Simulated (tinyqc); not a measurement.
# Landau coefficients from the transition

Inverse problem. u = a0 (T - T0) P^2 + be P^4 + ga P^6 (P in uC/cm^2, E in kV/cm, u in mJ/cm^3). Above the transition chi = Cw/(T - T0) with Cw = 1/(2 eps0 a0); at TC = T0 + be^2/(4 a0 ga) the polarisation jumps by sqrt(-be/(2 ga)). Find a0, be and ga.

Values chosen for this exercise: Curie-Weiss temperature T0 = 450 K.

Constants: eps0 = 8.8541878128e-14 F/cm where lengths are in cm. Results are converted to the units shown.

TC = 477.755208 K
jump of P at TC = 34.8807492 uC/cm^2
Curie constant = 3.52940334e5 K

Solution. The Curie constant gives a0. At TC both u = 0 and du/dP = 0, which give ga = al/P^4 and be = -2 al/P^2 with al = a0 (TC - T0).

a0 = 0.0160 kV cm/(uC K)
be = -7.30e-4 kV cm^5/uC^3
ga = 3.00e-7 kV cm^9/uC^5

Program tinyqc, `OMP_NUM_THREADS=1 python tinyqc.py 2860049 2860050 out.jsonl`; Intel Xeon 2.30GHz, shared host, one thread, about 0.01 s.
